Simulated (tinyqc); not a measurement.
Two-band massive Dirac model of the K valleys: one step. The curvature from a plaquette. Two cases, with inputs chosen for the exercise.

Problem. Corners counter-clockwise around k, from (-h/2, -h/2); upper eigenvector u with its first component real and positive; Omega = -(sum of arg <u_j|u_(j+1)>)/h^2.

Basis (conduction, valence): H = [[D/2, a t (tau kx - i ky)], [a t (tau kx + i ky), -D/2 + lam tau sz]], valley tau = +/-1, spin sz = +/-1. The gap of a spin and valley is G = D - lam tau sz. Berry curvature Omega = curl of i<u|grad u>; for the conduction band Omega_c = -tau 2 a^2 t^2 G/(G^2 + 4 a^2 t^2 k^2)^(3/2), and Omega_v = -Omega_c.

Case 1.

Values chosen (near those used for monolayer MoS2; the results hold for these values, not for the real material): a = 3.201 angstrom (lattice constant); D = 1.67 eV (gap parameter); t = 1.17 eV (effective hopping); lam = 0.068 eV (half the valence spin splitting); tau = 1 (valley); sz = -1 (spin); k = (-0.028, 0.059) 1/angstrom (wave vector from the valley); h = 0.04 1/angstrom (side of the plaquette).

Case 2.

Values chosen (near those used for monolayer WS2; the results hold for these values, not for the real material): a = 3.203 angstrom (lattice constant); D = 1.83 eV (gap parameter); t = 1.36 eV (effective hopping); lam = 0.195 eV (half the valence spin splitting); tau = -1 (valley); sz = 1 (spin); k = (0.101, 0.045) 1/angstrom (wave vector from the valley); h = 0.02 1/angstrom (side of the plaquette).

Give: Corners; Omega_c from the plaquette.

Solution.

Case 1.

Corners:
```
j       kx      ky      u_c                u_v  arg <u_j|u_j+1> (rad)
1  -0.0480  0.0390  0.99153  -0.10080+0.08190i              -0.007007
2  -0.0080  0.0390  0.99639  -0.01705+0.08313i              -0.001414
3  -0.0080  0.0790  0.98644  -0.01653+0.16328i               0.013356
4  -0.0480  0.0790  0.98209  -0.09784+0.16103i               0.008245
```

Omega_c from the plaquette = -8.237 angstrom^2

The formula at the centre gives -8.283; the plaquette averages over its area.

Case 2.

Corners:
```
j      kx      ky      u_c                u_v  arg <u_j|u_j+1> (rad)
1  0.0910  0.0350  0.98035  -0.18414+0.07082i               0.002801
2  0.1110  0.0350  0.97318  -0.21939+0.06918i              -0.008592
3  0.1110  0.0550  0.97018  -0.21720+0.10762i              -0.004312
4  0.0910  0.0550  0.97708  -0.18219+0.11011i               0.007379
```

Omega_c from the plaquette = 6.810 angstrom^2

The formula at the centre gives 6.815; the plaquette averages over its area.

Computed by tinyqc, one run a case: `OMP_NUM_THREADS=1 python tinyqc.py N N+1 out.jsonl` with N = 1450810, 1451538; one thread of a shared Intel(R) Xeon(R) Processor @ 2.30GHz, about 0.01 s a run at most.
